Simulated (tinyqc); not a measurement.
# Resonant-tunnelling diode, transfer matrices and Tsu-Esaki current: effect of the Fermi energy

Emitter (band edge 0), barrier d1, well Lw, barrier d2, spacer ds, collector (edge -V). The bias drops linearly over these layers and none in the contacts; each layer is cut into ns equal slices, flat at the value of their centres. E is the energy of motion across the layers, C = hbar^2/(2 m0), psi and psi'/m are continuous. Transport is coherent, T(E) is taken as independent of the transverse momentum, and charge in the well is ignored.

For the pair (psi, psi'/m) a flat layer has M = [[cos kd, (m/k) sin kd], [-(k/m) sin kd, cos kd]] with k = sqrt(m (E - U)/C) above its edge U, and M = [[cosh Kd, (m/K) sinh Kd], [(K/m) sinh Kd, cosh Kd]] with K = sqrt(m (U - E)/C) below it. Later slices stand to the left. With M acting on (psi, psi'/m) and v = k/m in each lead, T(E) = 4 vL vR/[(vL vR M12 - M21)^2 + (vR M11 + vL M22)^2]. J = J0 times the integral over E > 0 of T(E) N(E), N = ln[(1 + exp((Ef - E)/Vt))/(1 + exp((Ef - V - E)/Vt))], J0 = q^2 mw m0 kB T/(2 pi^2 hbar^3) (times 1e-4 for A/cm^2 per eV). The integral is converged to the digits shown. Er is the first maximum of T(E) at this bias.

Inputs (values chosen for the exercise); masses and offsets of a made-up heterostructure:
- T = 150 K (temperature)
- mw = 0.055 m0 (mass in the well, spacer and contacts)
- U1 = 0.25 eV (barrier height)
- m1 = 0.093 m0 (barrier mass)
- d1 = 3.5 nm (emitter barrier)
- Lw = 7.8 nm (well width)
- d2 = 3.5 nm (collector barrier)
- ns = 1 (slices in each layer)
- ds = 2.3 nm (undoped spacer after the collector barrier)
- V = 0.045 V (bias of the collector)

Constants: q = 1.602176634e-19 C, kB = 1.380649e-23 J/K, hbar = 1.054571817e-34 J s, m0 = 9.1093837015e-31 kg, Vt = kB T/q, hbar^2/(2 m0) = 0.0380998212 eV nm^2. Results are converted to the units shown.

Results:
```
Ef (eV)	N at Er = 0.0271 eV	J (kA/cm^2)
0.007	0.1851	2.084
0.015	0.3189	3.588
0.023	0.5249	5.904
0.031	0.8146	9.165
0.039	1.181	13.31
0.055	2.032	22.99
0.063	2.436	27.68
```

Estimate the missing row, Ef = 0.047 eV.

Computed row:
```
Ef (eV)	N at Er = 0.0271 eV	J (kA/cm^2)
0.047	1.600	18.06
```

With this row back in the table: J rises from 2.08 to 27.7 kA/cm^2, a factor of 13.3, while N at the resonance grows by 13.2. The two agree within 10 %, so the resonance carries the current.

tinyqc, about 0.2 s, one thread, Intel Xeon 2.30GHz (shared host): `OMP_NUM_THREADS=1 python tinyqc.py 2600105 2600106 out.jsonl`
